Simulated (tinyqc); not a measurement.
Octagonal on-chip spiral inductor, lumped pi model: one step of the calculation.

Outer diameter do = di + 2 n wd + 2 (n - 1) sp, mean da = (do + di)/2, fill p = (do - di)/(do + di), length l = 3.314 n da. L = 2.25 mu0 n^2 da/(1 + 3.55 p), mu0 = 4 pi 1e-7 H/m. Rs = rho l/(wd delta (1 - exp(-th/delta))), delta = sqrt(rho/(pi f mu0)). Cs = n wd^2 eps0 eo/hu across the coil. At each end Cox = l wd eps0 eo/(2 ho) leads to the substrate branch Rsi = 2 rs he/(l wd) in parallel with Csi = l wd eps0 11.7/(2 he). With one end grounded Y = 1/(Rs + i w L) + i w Cs + 1/[1/(i w Cox) + 1/(1/Rsi + i w Csi)], w = 2 pi f; Q = -Im Y/Re Y. Eddy currents in neighbouring turns and in the substrate are left out.

Task. Geometry and model elements. do, l, L, delta, Rs, Cs, Cox, Rsi and Csi as defined.

Inputs (values chosen for the exercise); values of the order met in silicon radio-frequency processes: number of turns n = 4.5; line width wd = 6 um; space between turns sp = 1.5 um; inner diameter di = 60 um; metal thickness th = 0.9 um; metal resistivity rho = 2.2 uohm cm; oxide below the coil ho = 3.5 um; oxide between coil and underpass hu = 1 um; relative permittivity of the oxide eo = 4.1; substrate resistivity rs = 1000 ohm cm; effective spreading depth in the substrate he = 80 um; frequency f = 2.4 GHz.

Constants: eps0 = 8.8541878128e-12 F/m. Results are converted to the units shown.

Find: do; l; L; delta; Rs; Cs; Cox; Rsi; Csi.

Result.

do = 124.5 um
l = 1376 um
L = 2.357 nH
delta = 1.524 um
Rs = 7.422 ohm
Cs = 5.881 fF
Cox = 42.81 fF
Rsi = 1.938e5 ohm
Csi = 5.344 fF

tinyqc, about 0.01 s, one thread, Intel Xeon 2.30GHz (shared host): `OMP_NUM_THREADS=1 python tinyqc.py 2302149 2302150 out.jsonl`
